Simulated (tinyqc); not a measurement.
Inside a calculation. Method: empirical pseudopotential in a few plane waves. Computed by tinyqc, a small Python program that keeps every step. Settings: plane-wave index or count = 15. Command: `OMP_NUM_THREADS=1 python tinyqc.py 30160 30161 out.jsonl` (the two numbers bound the seeds that draw the settings). One thread of a shared host (Intel(R) Xeon(R) Processor @ 2.60GHz), about 0.2 s of CPU time with the checks.

## Bloch Hamiltonian at k

Parameters chosen for this model: fcc lattice, atoms at +/- a/8 (1,1,1); form factors in rydberg at |G|^2 in units of (2 pi/a)^2:
```
parameter                 value      unit
a                      6.090000  angstrom
VS(3)                 -0.255000        Ry
VS(8)                  0.026000        Ry
VS(11)                 0.085000        Ry
VA(3)                  0.109000        Ry
VA(4)                  0.094000        Ry
VA(11)                 0.002000        Ry
hbar^2/2m (2 pi/a)^2   4.055534        eV
```

k point k (2 pi / a): [-0.38000, 0.28000, -0.29000]

Basis: the 15 shortest G (labels in 2 pi/a), the same at every k. H(G,G') = c |k + G|^2 delta + VS(|G-G'|^2) cos((G-G').tau) + i VA sin((G-G').tau), tau = a/8 (1,1,1); 1 Ry = 13.605693 eV.

H(k) at k (eV):
```
                   +0+0+0             -1-1-1             -1-1+1             -1+1-1
+0+0+0            1.24464   2.45327+1.04865i  -2.45327+1.04865i  -2.45327+1.04865i
-1-1-1   2.45327-1.04865i           16.57456   0.00000-1.27894i   0.00000-1.27894i
-1-1+1  -2.45327-1.04865i   0.00000+1.27894i           11.87014            0.35375
-1+1-1  -2.45327-1.04865i   0.00000+1.27894i            0.35375           21.11676
-1+1+1  -2.45327+1.04865i           -0.35375   0.00000+1.27894i   0.00000+1.27894i
+1-1-1  -2.45327-1.04865i   0.00000+1.27894i            0.35375            0.35375
+1-1+1  -2.45327+1.04865i           -0.35375   0.00000+1.27894i            0.00000
+1+1-1  -2.45327+1.04865i           -0.35375            0.00000   0.00000+1.27894i
+1+1+1   2.45327+1.04865i            0.00000           -0.35375           -0.35375
-2+0+0   0.00000-1.27894i  -2.45327+1.04865i  -2.45327-1.04865i  -2.45327-1.04865i
+0-2+0   0.00000-1.27894i  -2.45327+1.04865i  -2.45327-1.04865i   0.81776-0.01924i
+0+0-2   0.00000-1.27894i  -2.45327+1.04865i   0.81776-0.01924i  -2.45327-1.04865i
+0+0+2   0.00000+1.27894i  -0.81776-0.01924i   2.45327+1.04865i  -0.81776+0.01924i
+0+2+0   0.00000+1.27894i  -0.81776-0.01924i  -0.81776+0.01924i   2.45327+1.04865i
+2+0+0   0.00000+1.27894i  -0.81776-0.01924i  -0.81776+0.01924i  -0.81776+0.01924i

                   -1+1+1             +1-1-1             +1-1+1             +1+1-1
+0+0+0  -2.45327-1.04865i  -2.45327+1.04865i  -2.45327-1.04865i  -2.45327-1.04865i
-1-1-1           -0.35375   0.00000-1.27894i           -0.35375           -0.35375
-1-1+1   0.00000-1.27894i            0.35375   0.00000-1.27894i            0.00000
-1+1-1   0.00000-1.27894i            0.35375            0.00000   0.00000-1.27894i
-1+1+1           16.41234            0.00000            0.35375            0.35375
+1-1-1            0.00000           10.41015   0.00000-1.27894i   0.00000-1.27894i
+1-1+1            0.35375   0.00000+1.27894i            5.70573            0.35375
+1+1-1            0.35375   0.00000+1.27894i            0.35375           14.95235
+1+1+1   0.00000+1.27894i           -0.35375   0.00000+1.27894i   0.00000+1.27894i
-2+0+0   2.45327-1.04865i   0.81776-0.01924i  -0.81776-0.01924i  -0.81776-0.01924i
+0-2+0  -0.81776-0.01924i  -2.45327-1.04865i   2.45327-1.04865i  -0.81776-0.01924i
+0+0-2  -0.81776-0.01924i  -2.45327-1.04865i  -0.81776-0.01924i   2.45327-1.04865i
+0+0+2  -2.45327+1.04865i  -0.81776+0.01924i  -2.45327+1.04865i   0.81776+0.01924i
+0+2+0  -2.45327+1.04865i  -0.81776+0.01924i   0.81776+0.01924i  -2.45327+1.04865i
+2+0+0   0.81776+0.01924i   2.45327+1.04865i  -2.45327+1.04865i  -2.45327+1.04865i

                   +1+1+1             -2+0+0             +0-2+0             +0+0-2
+0+0+0   2.45327-1.04865i   0.00000+1.27894i   0.00000+1.27894i   0.00000+1.27894i
-1-1-1            0.00000  -2.45327-1.04865i  -2.45327-1.04865i  -2.45327-1.04865i
-1-1+1           -0.35375  -2.45327+1.04865i  -2.45327+1.04865i   0.81776+0.01924i
-1+1-1           -0.35375  -2.45327+1.04865i   0.81776+0.01924i  -2.45327+1.04865i
-1+1+1   0.00000-1.27894i   2.45327+1.04865i  -0.81776+0.01924i  -0.81776+0.01924i
+1-1-1           -0.35375   0.81776+0.01924i  -2.45327+1.04865i  -2.45327+1.04865i
+1-1+1   0.00000-1.27894i  -0.81776+0.01924i   2.45327+1.04865i  -0.81776+0.01924i
+1+1-1   0.00000-1.27894i  -0.81776+0.01924i  -0.81776+0.01924i   2.45327+1.04865i
+1+1+1           10.24793  -0.81776-0.01924i  -0.81776-0.01924i  -0.81776-0.01924i
-2+0+0  -0.81776+0.01924i           23.63119            0.35375            0.35375
+0-2+0  -0.81776+0.01924i            0.35375           12.92458            0.35375
+0+0-2  -0.81776+0.01924i            0.35375            0.35375           22.17120
+0+0+2  -2.45327-1.04865i           -0.35375           -0.35375            0.00000
+0+2+0  -2.45327-1.04865i           -0.35375            0.00000           -0.35375
+2+0+0  -2.45327-1.04865i            0.00000           -0.35375           -0.35375

                   +0+0+2             +0+2+0             +2+0+0
+0+0+0   0.00000-1.27894i   0.00000-1.27894i   0.00000-1.27894i
-1-1-1  -0.81776+0.01924i  -0.81776+0.01924i  -0.81776+0.01924i
-1-1+1   2.45327-1.04865i  -0.81776-0.01924i  -0.81776-0.01924i
-1+1-1  -0.81776-0.01924i   2.45327-1.04865i  -0.81776-0.01924i
-1+1+1  -2.45327-1.04865i  -2.45327-1.04865i   0.81776-0.01924i
+1-1-1  -0.81776-0.01924i  -0.81776-0.01924i   2.45327-1.04865i
+1-1+1  -2.45327-1.04865i   0.81776-0.01924i  -2.45327-1.04865i
+1+1-1   0.81776-0.01924i  -2.45327-1.04865i  -2.45327-1.04865i
+1+1+1  -2.45327+1.04865i  -2.45327+1.04865i  -2.45327+1.04865i
-2+0+0           -0.35375           -0.35375            0.00000
+0-2+0           -0.35375            0.00000           -0.35375
+0+0-2            0.00000           -0.35375           -0.35375
+0+0+2           12.76236            0.35375            0.35375
+0+2+0            0.35375           22.00898            0.35375
+2+0+0            0.35375            0.35375           11.30237
```

## Levels at k

Diagonalise the Hermitian matrix.

eigenvalues (eV): [-4.86400, 3.87686, 5.99787, 6.01478, 11.14455, 13.10475, 13.30929, 14.60571, 16.09913, 16.57047, 18.04962, 21.95331, 24.46029, 25.02618, 27.98649]

## Bands along a path

The same steps at evenly spaced points between the labelled ones.

Bands along the path (eV), lowest eight:
```
k           band 1   band 2   band 3   band 4    band 5    band 6    band 7    band 8
L         -4.24644  3.02167  6.18931  6.18931  10.99772  13.34069  13.34069  16.73739
L-G 0.20  -4.58386  3.34073  6.05958  6.05958  10.97015  13.22790  13.22790  15.98953
L-G 0.40  -4.93177  4.00636  6.04351  6.04351  11.08354  13.19372  13.19372  14.47660
L-G 0.60  -5.22547  4.88873  6.10077  6.10077  11.15219  13.04083  13.04083  13.12108
L-G 0.80  -5.41862  5.77532  6.17545  6.17545  10.71243  12.61023  12.75862  12.75862
G         -5.48567  6.20925  6.20925  6.20925  10.30350  12.62058  12.62058  12.62058
G-X 0.20  -5.39625  5.75503  6.10283  6.10283  10.88426  12.30713  12.94974  12.94974
G-X 0.40  -5.13840  4.85384  5.86770  5.86770  11.67490  11.92150  13.85108  13.85108
G-X 0.60  -4.74604  3.96363  5.65887  5.65887  11.14873  11.97264  15.16719  15.16719
G-X 0.80  -4.28355  3.27649  5.59364  5.59364  10.83836  11.53321  16.78598  16.78598
X         -3.84812  2.93107  5.74095  5.74095  10.78450  11.41992  18.65660  18.65660
```

With 4 band(s) filled, the highest filled level on these points lies at G and the lowest empty one at G: a gap of 4.0942 eV, direct. This holds for the small fixed basis; with all plane waves up to |k + G|^2 = 21 (2 pi/a)^2 the gap along the path is 4.52 eV.

## Convergence with the number of plane waves

Levels at G counted from the fourth one.

Levels (eV):
```
plane waves    level 1  level 5  level 8
9            -14.56324  2.22039  2.55787
15           -11.69492  4.09425  6.41132
27           -10.41598  4.56714  6.61884
51            -9.99469  4.43861  6.81447
59           -10.01321  4.49525  6.43513
65           -10.02727  4.49491  6.38155
89           -10.00974  4.50662  6.39437
```
